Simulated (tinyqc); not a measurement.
What each parameter does: hydrogenic donor in a hard-walled well (variational).

Trial function cos(pi z/L) exp(-r/lam), r measured from the donor at zi, walls at +/- L/2, one eps everywhere. Counted from the lowest subband, E(lam) = c/(m lam^2) - (q/eps) I0/I1, with I0 the integral of cos^2(pi z/L) exp(-2|z - zi|/lam) over the well and I1 the same with the factor (|z - zi| + lam/2); c = hbar^2/2m0, q = e^2/(4 pi eps0). The binding energy is -E at the minimum.

Constants: hbar^2/2m0 = 3.80998211 eV angstrom^2; e^2/(4 pi eps0) = 14.39964547 eV angstrom; Ry = 13.60569312 eV.

Values chosen for the exercise (near those of InP; shifted at random, so the results belong to these values and not to a real crystal): m = 0.077 m0 (mass); eps = 12.6 (dielectric constant); L = 390 angstrom (well width); zi = 0 angstrom (position of the donor from the centre).

The minimum over lam; Ry* = Ry m/eps^2.

Results for these values:
```
case  binding (meV)  lam (angstrom)  binding/Ry*
base           8.74            91.5        1.324
```

What happens to each result for L = 507 angstrom, all else kept?

Answer: binding falls from 8.74 to 8.07; lam rises from 91.5 to 92.0; binding/Ry* falls from 1.324 to 1.223.

The same for each parameter in turn:
```
case              binding (meV)  lam (angstrom)  binding/Ry*
base                       8.74            91.5        1.324
m = 0.092 m0               9.88            77.0        1.253
eps = 11.3                10.50            82.4        1.279
L = 507 angstrom           8.07            92.0        1.223
zi = 78 angstrom           7.71            91.7        1.168
```

Computed by tinyqc, a small Python program: `OMP_NUM_THREADS=1 python tinyqc.py 1251525 1251526 out.jsonl` (the numbers bound the seed that draws the inputs); one thread of a shared host (Intel(R) Xeon(R) Processor @ 2.30GHz), about 0.02 s for the whole set of steps.
